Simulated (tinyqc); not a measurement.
# CMOS inverter, nodal equation and switching: two studies

An n-channel pull-down (bn, VTn) and a p-channel pull-up (bp, VTp) share the input Vin and the output node Vout, which carries the load C. Transistor (EKV form, voltages against the body): I = 2 n b Vt^2 [F(vp - Vs) - F(vp - Vd)] from drain to source, F(v) = ln^2(1 + exp(v/(2 Vt))), vp = (Vg - VT + sg |Vd - Vs|)/n. n-channel bodies are at 0; for the p-channel device all voltages are counted down from Vdd. b in uA/V^2 gives I in uA. Static: In = Ip. Transient: C dVout/dt = Ip - In. No velocity saturation, no gate capacitance beyond C.

Parameters, values chosen for the exercise:
```
symbol,value,unit,meaning
T,350,K,temperature
Vdd,0.9,V,supply voltage
n,1.44,,slope factor
sg,0.097,,drain-induced barrier lowering
VTn,0.41,V,n-channel threshold
VTp,0.41,V,p-channel threshold (magnitude)
bn,490,uA/V^2,gain factor of the pull-down transistor
bp,490,uA/V^2,gain factor of the pull-up transistor
C,0.27,fF,load capacitance
```

Constants: q = 1.602176634e-19 C, kB = 1.380649e-23 J/K, Vt = kB T/q. Results are converted to the units shown.

Each table varies one quantity; the others keep the values above.

## Effect of the slope factor

VM solves In = Ip with Vin = Vout; VIL and VIH are the inputs of gain -1, NML = VIL - Vout(VIH), NMH = Vout(VIL) - VIH. For a step input the delay to Vdd/2 is tHL = C times the integral of dV/(In - Ip) from Vdd/2 to Vdd at Vin = Vdd, and tLH likewise with Ip - In from 0 to Vdd/2 at Vin = 0.

The same in every row: VM (V) = 0.4500.

Results:
```
n    gain at VM  NML (V)  NMH (V)  tHL (ps)  tLH (ps)
1        -10.31   0.3491   0.3491     1.617     1.617
1.1      -10.31   0.3485   0.3485     1.774     1.774
1.2      -10.31   0.3479   0.3479     1.933     1.933
1.3      -10.31   0.3472   0.3472     2.093     2.093
1.5      -10.31   0.3456   0.3456     2.413     2.413
1.6      -10.31   0.3448   0.3448     2.573     2.573
```

Estimate the missing row, n = 1.4.

Computed row:
```
n    gain at VM  NML (V)  NMH (V)  tHL (ps)  tLH (ps)
1.4      -10.31   0.3464   0.3464     2.253     2.253
```

With this row back in the table: As n goes from 1 to 1.6, VM stays at 0.450 V, the size of the gain stays near 10.3, tHL rises from 1.62 to 2.57 ps and tLH rises from 1.62 to 2.57 ps. The smaller margin is largest, 0.349 V, at n = 1 among the rows.

## Effect of the drain-induced barrier lowering

Same model as above.

The same in every row: VM (V) = 0.4500.

Results:
```
sg    gain at VM  NML (V)  NMH (V)  tHL (ps)  tLH (ps)
0.01      -99.98   0.3897   0.3897     2.891     2.891
0.04      -25.00   0.3747   0.3747     2.670     2.670
0.07      -14.29   0.3597   0.3597     2.475     2.475
0.1       -10.00   0.3446   0.3446     2.300     2.300
0.16      -6.250   0.3144   0.3144     2.004     2.004
0.19      -5.263   0.2992   0.2992     1.877     1.877
0.22      -4.545   0.2842   0.2842     1.763     1.763
```

Estimate the missing row, sg = 0.13.

Computed row:
```
sg    gain at VM  NML (V)  NMH (V)  tHL (ps)  tLH (ps)
0.13      -7.692   0.3295   0.3295     2.144     2.144
```

With this row back in the table: As sg goes from 0.01 to 0.22, VM stays at 0.450 V, the size of the gain falls from 100 to 4.55, tHL falls from 2.89 to 1.76 ps and tLH falls from 2.89 to 1.76 ps. The smaller margin is largest, 0.390 V, at sg = 0.01 among the rows. Barrier lowering gives both transistors an output conductance, which caps the gain.

Numbers from tinyqc (`OMP_NUM_THREADS=1 python tinyqc.py 2340049 2340050 out.jsonl`; about 0.04 s on one thread of a shared Intel Xeon 2.30GHz).
